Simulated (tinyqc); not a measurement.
Born-von Karman spring model of a cubic crystal with one atom per cell. Changing the atomic mass M. Computed by tinyqc, a small Python program. Command: `OMP_NUM_THREADS=1 python tinyqc.py 3014392 3014393 out.jsonl springs sweep`. One thread of a shared host (Intel(R) Xeon(R) Processor @ 2.30GHz), about 0.2 s of CPU time with the checks.

First neighbours lie at a/2 (1,1,1) (8 of them), second at a (1,0,0) (6), with all permutations and signs; the volume per atom is Omega = a^3/2. Two shells of springs match a real metal only roughly, above all at the zone boundary.

Inputs (values chosen for the exercise, modelled on tungsten):

| quantity | value | unit |
|---|---|---|
| lattice constant a | 3.165 | angstrom |
| radial spring k1L | 5.39 | eV/angstrom^2 |
| transverse spring k1T | -0.19 | eV/angstrom^2 |
| radial spring k2L | 3.9 | eV/angstrom^2 |
| transverse spring k2T | -0.025 | eV/angstrom^2 |
| mesh divisions n | 8 | - |
| temperature T | 200 | K |

Lattice: bcc.

Constants: 1 eV/angstrom^3 = 160.2176634 GPa; u = 1.6605390666e-27 kg; nu for 1 eV/(angstrom^2 u) = 15.6333042 THz; h x 1 THz = 4.135667696 meV; k_B = 8.617333262e-05 eV/K; hbar^2/u = 4.18015928e-03 eV angstrom^2; hbar = 1.054571817e-34 J s; k_B = 1.380649e-23 J/K.

Method:
- [ij,kl] = (1/(2 Omega)) sum_R K_ij R_k R_l; C11 = [xx,xx], C44 = [xx,yy], C12 = 2 [xy,xy] - C44; B = (C11 + 2 C12)/3; Zener ratio A = 2 C44/(C11 - C12). K(R) = kL n n^T + kT (1 - n n^T).
- rho = M/Omega and v = sqrt(C/rho), with C = C11, C44, C44 along [100]; (C11 + C12 + 2 C44)/2, C44, (C11 - C12)/2 along [110]; (C11 + 2 C12 + 4 C44)/3 and twice (C11 - C12 + C44)/3 along [111].
- A neighbour at R with unit vector n couples by the matrix K(R) = kL n n^T + kT (1 - n n^T), and D(q) = (1/M) sum_R K(R) [1 - cos(q.R)].
- An eigenvalue lambda of D in eV/(angstrom^2 u) gives nu = 15.6333042 THz x sqrt(lambda).
- Mesh: q = sum_i (m_i + 1/2)/n b_i, m_i = 0..n-1, with b = [[0, 1, 1], [1, 0, 1], [1, 1, 0]] in 2 pi/a; sums are averages over the n^3 points, per atom.
- With x = h nu/(k_B T) and n = 1/(exp(x) - 1) for each mode: F = k_B T [x/2 + ln(1 - exp(-x))], U = k_B T x (n + 1/2), S/k_B = x n - ln(1 - exp(-x)), C/k_B = x^2 n (n + 1).
- <u_x^2> = (1/3) sum over modes of hbar^2/(2 M h nu) coth(x/2); zero-point energy = sum h nu/2. <u_x^2> converges slowly with the mesh, from below, with an error of order 1/n.
- Christoffel matrix G_xx = C11 n_x^2 + C44 (1 - n_x^2), G_xy = (C12 + C44) n_x n_y, with eigenvalues rho v^2; v_m^-3 is the mean of v^-3 over three branches and all directions (12 Gauss-Legendre points in cos(theta) times 24 angles phi = (j + 1/2) pi/12); q_D = (6 pi^2/Omega)^(1/3); Theta = hbar v_m q_D/k_B.

One run for each value:

| atomic mass M (u) | elastic Debye temperature (K) | <u_x^2> (angstrom^2) | entropy S (k_B/atom) | zero-point energy (meV/atom) | C11 (GPa) |
|---|---|---|---|---|---|
| 46 | 785.56 | 0.0016421 | 1.1104 | 63.395 | 563.93 |
| 68 | 646.11 | 0.0015206 | 1.5029 | 52.141 | 563.93 |
| 100 | 532.79 | 0.0014355 | 1.9398 | 42.997 | 563.93 |
| 150 | 435.02 | 0.0013731 | 2.4411 | 35.107 | 563.93 |
| 220 | 359.21 | 0.0013324 | 2.9444 | 28.988 | 563.93 |
| 330 | 293.29 | 0.0013029 | 3.5002 | 23.669 | 563.93 |
| 490 | 240.69 | 0.0012834 | 4.0581 | 19.424 | 563.93 |
| 740 | 195.86 | 0.0012697 | 4.6517 | 15.806 | 563.93 |

What does the table show, and why?

Over the rows, elastic Debye temperature (K) falls from 786 to 196 (exponent d ln y / d ln x about -0.50 throughout); <u_x^2> (angstrom^2) falls from 0.00164 to 0.00127 (exponent d ln y / d ln x -0.20 between the first rows and -0.026 between the last); entropy S (k_B/atom) rises from 1.11 to 4.65 (exponent d ln y / d ln x 0.77 between the first rows and 0.33 between the last). The exponent of elastic Debye temperature stays at -0.50: frequencies scale as M^(-1/2). At the high end the exponent of <u_x^2> is -0.03, close to 0: classical displacements do not depend on the mass. The exponent of zero-point energy stays at -0.50: frequencies scale as M^(-1/2). The mass rescales all frequencies, so a heavier crystal at T acts as a lighter one at higher T: S grows, and <u_x^2> tends to the classical k_B T over a spring constant, which holds no mass. Elastic constants are static.
